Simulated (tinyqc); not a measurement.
Inside a calculation. Method: RHF in the 6-31g basis, for H2, spin multiplicity 1. One step of it, computed by the program tinyqc.

Question. Iteration 3: DIIS coefficients. Solve [B -1; -1 0][c; lambda] = [0; -1] for the coefficients, which sum to one.

B (overlaps of the stored error matrices):
```
               1              2
1  6.5548798e-03  9.8217988e-04
2  9.8217988e-04  1.4716934e-04
```

Give: DIIS coefficients.

Answer.

DIIS coefficients: -0.176  1.176
